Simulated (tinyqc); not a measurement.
## FinFET, parasitic resistance, capacitance and delay: effect of the number of fins

Nf fins under one contact; each has gated perimeter p = 2 Hf + Wf and cross-section A = Hf Wf; contact width Wc = Nf pf, stack height Hs = Hf. Contact length Lc = CPP - Lg - 2 Lsp, shared by two neighbouring gates. Source and drain sides are equal. The formulas are first-order estimates, not field solutions.

Epitaxy sheet resistance Rsh = re/te, transfer length LT = sqrt(rc/Rsh), contact Rc = [sqrt(rc Rsh)/Wc] coth(Lc/(2 LT)); extension of one fin Rx = rx Lsp/A. With N fins: gate Cg = Cinv p N Lg; per side, plate Cp = ks eps0 [Wc (Hs + Hc) - N A]/Lsp, top fringe Cf = (2/pi) ks eps0 Wc ln(1 + Lg/(2 Lsp)), overlap Co = Cinv p N Lov. One fin: I = p Q vx u/(1 + |u|^1.8)^(1/1.8), Q = Cinv n Vt ln(1 + exp((Vg' - VT + dl Vd')/(n Vt))), u = Vd' mu/(vx Lg), Vg' = Vgs - v, Vd' = Vds - 2 v, with the drop on each side v = Rc (sum of I) + Rx I. Ieff = [I(Vgs = Vdd, Vds = Vdd/2) + I(Vdd/2, Vdd)]/2, total currents. With Cs = Cp + Cf + Co, the load of an inverter of two such devices driving an equal one is CL = 2 (Cg + 2 Cs) + 4 Cs + Cw (own drains counted twice for the Miller effect); delay CL Vdd/(2 Ieff).

Inputs (values chosen for the exercise); values close to those of silicon logic devices:

| symbol | value | unit | meaning |
|---|---|---|---|
| T | 300 | K | temperature |
| Hf | 60 | nm | fin height |
| Wf | 5 | nm | fin width |
| pf | 42 | nm | fin pitch |
| CPP | 60 | nm | contacted gate pitch |
| Lg | 18 | nm | gate length |
| Lsp | 7 | nm | spacer length |
| ks | 4.5 |  | relative permittivity of the spacer |
| Hc | 15 | nm | gate height above the channel stack |
| rc | 7.4e-10 | ohm cm^2 | contact resistivity |
| re | 0.0006 | ohm cm | resistivity of the source-drain epitaxy |
| te | 15 | nm | current-carrying depth of the epitaxy |
| rx | 0.0011 | ohm cm | resistivity of the extension |
| Lov | 1 | nm | gate overlap |
| Cinv | 2.5 | uF/cm^2 | inversion capacitance |
| vx | 1.4e7 | cm/s | injection velocity |
| mu | 150 | cm^2/(V s) | apparent mobility |
| VT | 0.29 | V | threshold at zero drain voltage |
| dl | 0.071 | V/V | barrier lowering |
| n | 1.22 |  | subthreshold factor |
| Cw | 0.09 | fF | wire load |
| Vdd | 0.7 | V | supply voltage |

Constants: q = 1.602176634e-19 C, kB = 1.380649e-23 J/K, eps0 = 8.8541878128e-12 F/m, Vt = kB T/q. Results are converted to the units shown.

Effect of the number of fins:
```
Nf	Rc (ohm)	Rx/N (ohm)	Ieff (uA)	CL (aF)	delay (ps)
1	167.4	256.7	83.85	364.3	1.521
2	83.72	128.3	167.7	638.6	1.333
3	55.81	85.56	251.5	913.0	1.270
4	41.86	64.17	335.4	1187	1.239
5	33.49	51.33	419.2	1462	1.220
6	27.91	42.78	503.1	1736	1.208
```

What does the comparison show?

As Nf goes from 1 to 6, Ieff rises from 83.8 to 503 uA, CL rises from 364 to 1740 aF and the delay falls from 1.52 to 1.21 ps. From the first row to the last Ieff grows by a factor of 6.00 and CL by 4.76; the first step changes the delay by -12 %, the last by -1.0 %.

Program tinyqc, `OMP_NUM_THREADS=1 python tinyqc.py 2170109 2170110 out.jsonl`; Intel Xeon 2.30GHz, shared host, one thread, about 0.04 s.
